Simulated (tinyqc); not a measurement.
Doping: the thermoelectric optimum: Boltzmann transport in a parabolic band with a power-law relaxation time.

F_j(eta) = (1/Gamma(j + 1)) integral_0^infinity x^j dx/(1 + exp(x - eta)), which tends to exp(eta) for eta << 0.

n = N F_1/2(eta) with N = 2 (m kB T/(4 pi c))^(3/2) with c = hbar^2/2m0, in 1/angstrom^3; times 1e24 for 1/cm^3, m = md.

tau = tau0 x^r with x = E/kT. With K_j = Gamma(j + 1) F_j(eta): <tau> = tau0 (r + 3/2) K_(r+1/2)/((3/2) K_(1/2)); mu = <tau>/(mc m0/e), m0/e = 5.685630e-12 kg/C; Hall factor rH = (3/2) K_(1/2) (2r + 3/2) K_(2r+1/2)/((r + 3/2) K_(r+1/2))^2; Seebeck S = -(kB/e) [(r + 5/2) K_(r+3/2)/((r + 3/2) K_(r+1/2)) - eta]; Lorenz number L = (kB/e)^2 [(r + 7/2) K_(r+5/2)/((r + 3/2) K_(r+1/2)) - ((r + 5/2) K_(r+3/2)/((r + 3/2) K_(r+1/2)))^2]; kB/e in V/K. Valley anisotropy is left out of rH.

Constants: hbar^2/2m0 = 3.80998211 eV angstrom^2; kB = 8.617333262e-05 eV/K.

Values chosen for the exercise (masses near those of Si; tau0 is set for a mobility of the usual size at this n, kL is a free input; freeze-out and phonon drag, which matter near 77 K, are left out; the results hold for these values, not for the real material): md = 1.071 m0 (density-of-states mass); mc = 0.2619 m0 (conductivity mass); tau0 = 15 fs (tau at E = kT); r = -0.5 (exponent of tau); T = 400 K; kL = 47 W/(m K) (lattice thermal conductivity).

tau0 is held fixed. sigma = e n mu with e = 1.602176634e-19 C; ZT = S^2 sigma T/(kL + L sigma T).

Results:

| n (1/cm^3) | eta | mu (cm^2/(V s)) | sigma (S/cm) | rH | S (microvolt/K) | L (1e-8) | S^2 sigma (mW/(m K^2)) | ZT |
|---|---|---|---|---|---|---|---|---|
| 4.0e+17 | -4.67 | 75.7 | 4.85 | 1.177 | -575 | 1.487 | 0.160 | 0.0014 |
| 1.0e+18 | -3.75 | 75.5 | 12.1 | 1.176 | -496 | 1.489 | 0.298 | 0.0025 |
| 4.0e+18 | -2.34 | 74.8 | 47.9 | 1.172 | -378 | 1.502 | 0.684 | 0.0058 |
| 1.0e+19 | -1.37 | 73.3 | 117 | 1.163 | -301 | 1.527 | 1.06 | 0.0090 |
| 3.0e+19 | -0.11 | 69.2 | 332 | 1.138 | -211 | 1.603 | 1.49 | 0.013 |
| 5.0e+19 | 0.56 | 65.7 | 526 | 1.119 | -172 | 1.670 | 1.57 | 0.013 |
| 1.0e+20 | 1.65 | 59.2 | 949 | 1.086 | -124 | 1.809 | 1.47 | 0.012 |
| 2.0e+20 | 3.10 | 51.0 | 1.63e+03 | 1.053 | -84 | 1.997 | 1.15 | 0.0096 |
| 4.0e+20 | 5.20 | 42.2 | 2.71e+03 | 1.026 | -54 | 2.193 | 0.784 | 0.0063 |
| 1.0e+21 | 9.79 | 31.8 | 5.09e+03 | 1.008 | -29 | 2.360 | 0.427 | 0.0033 |

How do the results move, and what explains it?

|S| falls by 197 microvolt/K from the first to the third row (198 a decade in the non-degenerate range; holes, which count near the intrinsic density, and non-parabolicity are left out). The power factor peaks at 5e+19 1/cm^3 of those listed (eta = 0.56, S = -172); ZT is largest at 5e+19 1/cm^3 (eta = 0.56). mu changes by a factor 0.42 over the table and rH goes from 1.177 to 1.008. A real tau0 would fall with doping.

Computed by tinyqc, a small Python program: `OMP_NUM_THREADS=1 python tinyqc.py 1681781 1681782 out.jsonl` (the numbers bound the seed that draws the inputs); one thread of a shared host (Intel(R) Xeon(R) Processor @ 2.30GHz), about 0.01 s for the whole set of steps.
